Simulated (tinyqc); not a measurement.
Six-transistor SRAM cell, nodal equations and margins: one step of the calculation.

Two cross-coupled inverters (pull-down bn, pull-up bp) hold the nodes Q and QB; access transistors (ba, threshold VTn, gate on the word line at Vdd when selected) join them to the bit lines. Transistor (EKV form, voltages against the body): I = 2 n b Vt^2 [F(vp - Vs) - F(vp - Vd)] from drain to source, F(v) = ln^2(1 + exp(v/(2 Vt))), vp = (Vg - VT + sg |Vd - Vs|)/n. n-channel bodies are at 0; for the p-channel device all voltages are counted down from Vdd. b in uA/V^2 gives I in uA. For an access transistor the bit line is the drain and the node the source. In a read both bit lines are at Vdd. The cell is symmetric (no mismatch).

Question. Node voltages in a read by Newton steps. F1 = In(gate QB, drain Q) - Ip(gate QB, drain Q) - Ia(bit line, Q), F2 the same with Q and QB exchanged; J by central differences with +/- 1e-6 V; solve J d = -F, limit each component to +/- 0.15 V and add.

Values chosen for this exercise: temperature T = 325 K; supply voltage Vdd = 0.6 V; slope factor n = 1.17; drain-induced barrier lowering sg = 0.056; n-channel threshold VTn = 0.33 V; p-channel threshold (magnitude) VTp = 0.34 V; gain factor of the pull-down transistor bn = 400 uA/V^2; gain factor of the access transistor ba = 400 uA/V^2; gain factor of the pull-up transistor bp = 140 uA/V^2.

Constants: q = 1.602176634e-19 C, kB = 1.380649e-23 J/K, Vt = kB T/q. Results are converted to the units shown.

(Q, QB) after iteration 1 (V): Q 0.06791171, QB 0.59999270

Wanted: F1, F2; J; (Q, QB) after iteration 2.

Answer.

F1, F2 (uA): [-2.2370, 0.0005]

J (uS):
```
         Q     QB
F1  166.93  28.27
F2    0.02  25.98
```

(Q, QB) after iteration 2 (V): Q 0.08132, QB 0.59996

Numbers from tinyqc (`OMP_NUM_THREADS=1 python tinyqc.py 2340070 2340071 out.jsonl`; about 0.1 s on one thread of a shared Intel Xeon 2.30GHz).
